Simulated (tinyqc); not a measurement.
## Tunnelling through a two-layer gate stack, WKB transmission and Tsu-Esaki current: current against voltage

Electrons leave the emitter at x = 0. Energies E (motion across the layers) are in eV from the emitter Fermi level; the collector Fermi level lies at -V and offers states at every E. No charge in the dielectric and no image force: F1 = V/(t1 + t2 eps1/eps2), F2 = F1 eps1/eps2; U = phi1 - F1 x in layer 1 and phi2 - F1 t1 - F2 (x - t1) in layer 2. With C = hbar^2/(2 m0), kappa = sqrt(m (U - E)/C) where U > E and 0 elsewhere; T(E) = exp(-S), S = 2 times the integral of kappa over x.

Each layer adds (2/F) sqrt(m/C) [G(u at its left edge) - G(u at its right edge)] to S, with u = U - E (0 where negative) and G(u) = (2/3) u^1.5. J = J0 times the integral of T(E) N(E) dE, N = ln[(1 + exp(-E/Vt))/(1 + exp((-E - V)/Vt))], J0 = q^2 me m0 kB T/(2 pi^2 hbar^3) (times 1e-4 for A/cm^2 per eV), from E = -Ef to far above the barrier (T = 1 there), by quadrature converged to the digits shown.

Values chosen for this exercise; layer 1 close to silicon dioxide, layer 2 close to aluminium oxide: temperature T = 400 K; Fermi energy of the emitter above its band bottom Ef = 4.1 eV; emitter mass in the supply function me = 0.94 m0; barrier of layer 1 above the emitter Fermi level at zero bias phi1 = 3.14 eV; tunnelling mass of layer 1 m1 = 0.51 m0; thickness of layer 1 t1 = 0.4 nm; relative permittivity of layer 1 eps1 = 3.83; barrier of layer 2 at zero bias phi2 = 2.63 eV; tunnelling mass of layer 2 m2 = 0.41 m0; thickness of layer 2 t2 = 2.8 nm; relative permittivity of layer 2 eps2 = 8.68.

Constants: q = 1.602176634e-19 C, kB = 1.380649e-23 J/K, hbar = 1.054571817e-34 J s, m0 = 9.1093837015e-31 kg, Vt = kB T/q, hbar^2/(2 m0) = 0.0380998212 eV nm^2. Results are converted to the units shown.

Result of one run:
```
V (V)  S at E = 0   T(E = 0)  J (A/cm^2)  mean E of the current (eV)
2.21        25.12  1.236e-11    0.002768                     -0.1978
```

What becomes of these results when the voltage across the dielectric V is changed from 2.21 to 1.92 V, all else the same?

Result of the changed run:
```
V (V)  S at E = 0   T(E = 0)  J (A/cm^2)  mean E of the current (eV)
1.92        26.75  2.417e-12    6.182e-4                     -0.2199
```

The whole series:
```
V (V)  S at E = 0   T(E = 0)  J (A/cm^2)  mean E of the current (eV)
0.2         34.24  1.343e-15    3.896e-7                     -0.2148
0.49        33.14  4.047e-15    1.485e-6                     -0.2647
0.77        32.03  1.230e-14    4.417e-6                     -0.2727
1.06        30.82  4.122e-14    1.388e-5                     -0.2653
1.35        29.54  1.481e-13    4.608e-5                     -0.2526
1.64        28.17  5.807e-13    1.648e-4                     -0.2372
1.92        26.75  2.417e-12    6.182e-4                     -0.2199
2.21        25.12  1.236e-11    0.002768                     -0.1978
2.5         23.22  8.244e-11     0.01537                     -0.1653
```

J rises from 3.90e-7 to 0.0154 A/cm^2, by 2.00 decades a volt between the first two rows and 2.57 between the last two. In every row the band edge stays above E = 0, so all is direct tunnelling at the Fermi level. In 4 of the 9 rows the field exceeds 10 MV/cm (up to 15.3), more than most dielectrics sustain; the model ignores breakdown. In every row a layer is thinner than 0.8 nm, a few atomic planes, where an effective mass is a rough description.

Program tinyqc, `OMP_NUM_THREADS=1 python tinyqc.py 2540152 2540153 out.jsonl`; Intel Xeon 2.30GHz, shared host, one thread, about 0.04 s.
